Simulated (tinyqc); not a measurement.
Reflectance at normal incidence against thickness.

Normal incidence on air, film (n1) and substrate (N2 = n2 - i k2): r01 = (1 - n1)/(1 + n1), r12 = (n1 - N2)/(n1 + N2), amplitude (r01 + r12 X)/(1 + r01 r12 X), X = exp(-4 pi i n1 d/lam), R its squared modulus, phase from 0 to 360 degrees.

Inputs (values chosen for the exercise):
- lam = 405 nm (wavelength)
- n1 = 1.467 (index of the transparent film)
- n2 = 5.42 (index of the substrate)
- k2 = 0.329 (extinction coefficient of the substrate)

Reflectance at normal incidence against thickness:

| d (nm) | R (%) | phase of the reflected amplitude (degrees) |
|---|---|---|
| 0 | 47.537 | 178.68 |
| 18 | 44.145 | 146.95 |
| 35 | 35.451 | 111.45 |
| 52 | 24.194 | 63.251 |
| 70 | 18.836 | 352.62 |
| 88 | 26.394 | 285.30 |
| 105 | 37.623 | 240.45 |
| 122 | 45.298 | 206.58 |
| 140 | 47.471 | 175.32 |

R goes from 47.5 through a minimum of 18.8 (at d = 70 nm among the rows listed) to 47.5 %. At a quarter wave, d = 69.0 nm, R = 18.8 %; for a transparent substrate it would vanish for n1 = sqrt(n2) = 2.33.

Numbers from tinyqc (`OMP_NUM_THREADS=1 python tinyqc.py 2870141 2870142 out.jsonl`; about 0.01 s on one thread of a shared Intel Xeon 2.30GHz).
